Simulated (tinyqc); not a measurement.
Complex band structure along [001] in sp3s* tight binding: sweeps and comparisons. A value that a table varies takes the place of the one given here.

For k = (0, 0, kz) the phase sums are g0 = cos(phi) and g3 = i sin(phi), phi = kz a/4, and the s, pz, s* orbitals of anion (a) and cation (c) decouple from px, py. With z = exp(i phi), H(z) = H0 + z T + T^T/z for any complex z. H0 is diagonal (Esa, Epa, Exa, Esc, Epc, Exc). The anion-cation block is B(z) = z U + W/z and the cation-anion block z W^T + U^T/z, where U has Vss/2 (s,s), Vsapc/2 (s,z), -Vscpa/2 (z,s), Vxx/2 (z,z), Vxapc/2 (s*,z), -Vpaxc/2 (z,s*), and W has the same values with the s-z and s*-z signs reversed. |z| = 1 is a band state, |z| < 1 decays along [001] as exp(-kappa d) over a distance d, kappa = -(4/a) ln|z|. No spin-orbit coupling.

Constants: hbar^2/2m0 = 3.80998211 eV angstrom^2.

Parameters, chosen for this exercise (out of a larger set: near a published set for GaAs, fitted to gaps, whose masses and valley positions are rough (light masses up to twice too heavy); not measured data): p = (-8.374, 1.041, -2.678, 3.683, 8.635, 6.665, -6.424, 1.972, 5.098, 4.486, 5.82, 4.848, 4.85) eV (order Esa, Epa, Esc, Epc, Exa, Exc, Vss, Vxx, Vxy, Vsapc, Vscpa, Vxapc, Vpaxc); a = 5.648 angstrom (lattice constant); dE = 0.37 eV (E - Ev).

## Decay across the direct gap

Ev = -0.01157 eV
EG (direct gap) = 1.51258 eV

masses of this model, from the curvature at Gamma (m0): m_lh 0.08640, m_e 0.11419

kappa of the imaginary branch at Gamma against three formulas: parabolic from the valence edge, sqrt(m_lh E/c); parabolic from the conduction edge, sqrt(m_e (EG - E)/c); two-band (Franz), sqrt(m E (1 - E/EG)/c) with m = 2 m_lh m_e/(m_lh + m_e). E from Ev; c = hbar^2/2m0.

kappa (1/angstrom):
```
E/EG  E (eV)  tight binding  parabolic, valence  parabolic, conduction  two-band
0.05  0.0756         0.0405              0.0414                 0.2075    0.0431
0.15  0.2269         0.0671              0.0717                 0.1963    0.0706
0.25  0.3781         0.0822              0.0926                 0.1844    0.0856
0.35  0.5294         0.0915              0.1096                 0.1717    0.0943
0.50  0.7563         0.0977              0.1310                 0.1506    0.0988
0.65  0.9832         0.0952              0.1493                 0.1260    0.0943
0.75  1.1344         0.0879              0.1604                 0.1065    0.0856
0.85  1.2857         0.0737              0.1707                 0.0825    0.0706
0.95  1.4369         0.0459              0.1805                 0.0476    0.0431
```

What can be read from the table?

The branch joins the light-hole and conduction bands and peaks, among these rows, at E/EG = 0.50 with kappa = 0.0977 1/angstrom. At mid-gap the parabola from the conduction edge is +54 % off and the two-band form +1.1 %; over 5 nm the parabola would misstate exp(-2 kappa d) by a factor 197.

## Band-to-band tunnelling in a uniform field

WKB at zero transverse momentum: T = exp(-2 I/(eF)), I = integral of kappa dE across the direct gap (8 Gauss-Legendre points in theta, E = EG sin^2 theta, 0 to pi/2); 1 MV/cm = 0.01 V/angstrom. The two-band form gives I = (pi/8) sqrt(m/c) EG^(3/2) with m = 2 m_lh m_e/(m_lh + m_e).

Tunnelling:
```
F (MV/cm)  path EG/eF (angstrom)  exponent 2I/eF  T, tight binding  T, two-band
0.50                       302.5          46.647          5.51e-21     4.06e-21
0.75                       201.7          31.098          3.12e-14     2.55e-14
1.00                       151.3          23.323          7.43e-11     6.37e-11
1.50                       100.8          15.549          1.77e-07     1.60e-07
2.00                        75.6          11.662          8.62e-06     7.98e-06
3.00                        50.4           7.774          0.000420     0.000399
4.00                        37.8           5.831           0.00294      0.00283
```

I, tight binding = 0.116617 eV/angstrom
I, two-band = 0.117381 eV/angstrom

How do the results move?

The two-band integral is +0.65 % from the tight-binding one, which makes the two-band T 0.7368 times the other at 0.5 MV/cm and 0.9625 times at 4 MV/cm. Doubling the field from 1 to 2 MV/cm halves the exponent and raises T by a factor 1.16e+05.

## Energy and lattice constant

The slowest root of the s-pz block and the heavy-hole branch, sinh^2(kappa a/4) = ((E - Epa)(E - Epc) - Vxx^2)/(Vxx^2 - Vxy^2), at E = Ev + dE with Ev the lower root of [[Epa, Vxx], [Vxx, Epc]]; the couplings are kept when a changes. Each row changes one parameter from the base and keeps the others.

Results:
```
case                slowest kappa (1/angstrom)  heavy-hole kappa (1/angstrom)
base                                    0.0815                         0.1894
dE = 0.34 eV                            0.0790                         0.1824
a = 5.817 angstrom                      0.0791                         0.1839
```

How do the results move?

The largest shifts from the base row, up to three for each result and ties (the steps differ in size, so this ranks the rows, not the parameters). slowest kappa (1/angstrom): dE -0.0025, a -0.0024. heavy-hole kappa (1/angstrom): dE -0.0071, a -0.0055. With the couplings fixed, kappa a stays, so kappa scales as 1/a.

(tinyqc, `OMP_NUM_THREADS=1 python tinyqc.py 1451078 1451079 out.jsonl`, Intel(R) Xeon(R) Processor @ 2.30GHz, 1 thread, shared host, about 0.01 s.)
